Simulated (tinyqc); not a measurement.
Monte Carlo simulation of one carrier in a uniform electric field: one step, computed by the program tinyqc.

The force e F acts along +z. Flights end at the constant total rate Gamma; the part of Gamma that the real rates do not fill is self-scattering, which leaves k unchanged. One valley, no impurities and no intervalley scattering.

Task: Flight 2. Parabolic band: E = hbar^2 k^2/(2 m), speed v = hbar k/m, states per spin, volume and energy g(E) = m k/(2 pi^2 hbar^2). Masses are multiplied by m_0 and all formulas are in SI units. Flight: t = -ln(r1)/Gamma; k_z grows by e F t/hbar; E follows from the band; dz = (E_end - E_start)/(e F). Use row 2 of the random numbers.

Inputs (values chosen for the exercise, modelled on InAs): effective mass m = 0.0236 m_0; lattice temperature T = 200 K; electric field F = 0.025 kV/cm.

Crystal: polar. Band: parabolic.

k after event 1, the start of the next flight (1/nm): 0.0720779  -0.0748148  -0.1979718

Random numbers (0.02 to 0.98, from up to 60 sets tried for early real events), one row a flight:
```
       r1      r2      r3      r4
1  0.5753  0.4747  0.4252  0.0356
2  0.7667  0.8509  0.8404  0.5345
3  0.5823  0.3432  0.4211  0.7337
4  0.1208  0.3199  0.7601  0.4404
5  0.0343  0.5851  0.5205  0.4783
6  0.0837  0.9569  0.8293  0.0613
7  0.6232  0.0293  0.7690  0.5704
```

Gamma = 4.587083 1e12/s

Constants: e = 1.602176634e-19 C; hbar = 1.054571817e-34 J s; m_0 = 9.1093837015e-31 kg.

Give: flight time t; k at the end of the flight; energy at the end; displacement dz.

Result:

flight time t = 57.915 fs

k at the end of the flight (1/nm): 0.07208  -0.07481  -0.19775

energy at the end = 80.556 meV

displacement dz = -56.212 nm
